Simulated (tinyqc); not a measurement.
Input admittance of a MOSFET at zero drain bias: distributed channel and distributed gate: two steps of the calculation.

Source and drain grounded, strong inversion, w = 2 pi f, Cox = eps0 eox/tox. The channel is an RC line of resistance 1/(mu Cox Vo) per square fed from both ends, so one finger has the intrinsic admittance y = i w Cox L tanh(g)/g per width, g = (1/2) sqrt(i w tau), tau = L^2/(mu Vo). The vertical resistance rv/L is in series with y, the overlaps 2 i w Cov in parallel: y_t = 1/(1/y + rv/L) + 2 i w Cov. The gate strip is a line of Rsh/L per length loaded by y_t, so a finger has Y = y_t Wf tanh(k)/k, k = (Wf/sd) sqrt(y_t Rsh/L); the device has Nf Y.

Values chosen for this exercise; values of the order met in silicon radio-frequency transistors: relative permittivity of the gate insulator (close to aluminium oxide) eox = 8.85; insulator thickness tox = 9.3 nm; channel length L = 0.14 um; finger width Wf = 0.55 um; number of fingers Nf = 4; channel mobility mu = 120 cm^2/(V s); gate overdrive Vo = 0.48 V; sheet resistance of the gate Rsh = 32 ohm/square; vertical resistivity of the gate stack rv = 8.6 ohm um^2; number of ends at which a finger is contacted sd = 1; overlap and fringe capacitance on each side Cov = 0.17 fF/um; frequency f = 39 GHz.

Constants: eps0 = 8.8541878128e-14 F/cm where lengths are in cm. Results are converted to the units shown.

Question 1. Low-frequency resistances and capacitance. Low-frequency limits, with c = Cox L and ct = c + 2 Cov: R_strip = Rsh Wf/(3 sd^2 L Nf), R_ch = (c/ct)^2 L/(12 mu Cox Vo Wf Nf), R_vert = (c/ct)^2 rv/(L Wf Nf), C = ct Wf Nf.

Give: parts; sum; C; 1/(2 pi R C).

Answer 1.

parts (ohm): strip 10.476, channel 65.842, vertical 16.825
sum = 93.144 ohm
C = 3.3431 fF
1/(2 pi R C) = 511.11 GHz

The channel term is the largest, 70.7 % of the sum.

Question 2. Input impedance of the device. k and Y as defined; Z = 1/(Nf Y) = R + 1/(i w C); Q = |Im Z|/R; signal at the point farthest from a contact |1/cosh k|.

y_t = 24.97408+369.91579i uS/um

Give: k; Nf Y; R; C; Q; signal at the far point.

Answer 2.

k = 0.11697+0.10934i
Nf Y = 0.06183+0.81281i mS
R = 93.057 ohm
C = 3.3362 fF
Q = 13.145
signal at the far point = 0.99908

Numbers from tinyqc (`OMP_NUM_THREADS=1 python tinyqc.py 2262030 2262031 out.jsonl`; about 0.01 s on one thread of a shared Intel Xeon 2.30GHz).
